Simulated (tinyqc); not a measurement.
From results back to parameters: deformation-potential model of the X valleys of a conduction band. Three cases, with inputs chosen for the exercise.

Problem. An ellipsoidal valley with ml > mt has the density-of-states mass m_d = (ml mt^2)^(1/3) and, averaged over equivalent valleys, the conductivity mass m_c = 3/(1/ml + 2/mt).

Find: K = ml/mt; mt; ml.

Method. With K = ml/mt, m_d/m_c = K^(1/3) (2 + 1/K)/3, which rises steadily for K > 1 and so fixes K; then mt = m_d K^(-1/3) and ml = K mt.

Case 1.

m_d = 0.5169825 m0
m_c = 0.3666789 m0

Solution.

K = ml/mt = 7.862
mt = 0.260 m0
ml = 2.044 m0

Case 2.

m_d = 0.5093325 m0
m_c = 0.3599166 m0

Solution.

K = ml/mt = 7.969
mt = 0.255 m0
ml = 2.032 m0

Case 3.

m_d = 0.3556893 m0
m_c = 0.2755102 m0

Solution.

K = ml/mt = 5.625
mt = 0.200 m0
ml = 1.125 m0

Computed by tinyqc, one run a case: `OMP_NUM_THREADS=1 python tinyqc.py N N+1 out.jsonl` with N = 1050441, 1050480, 1050774; one thread of a shared Intel(R) Xeon(R) Processor @ 2.30GHz, about 0.03 s a run at most.
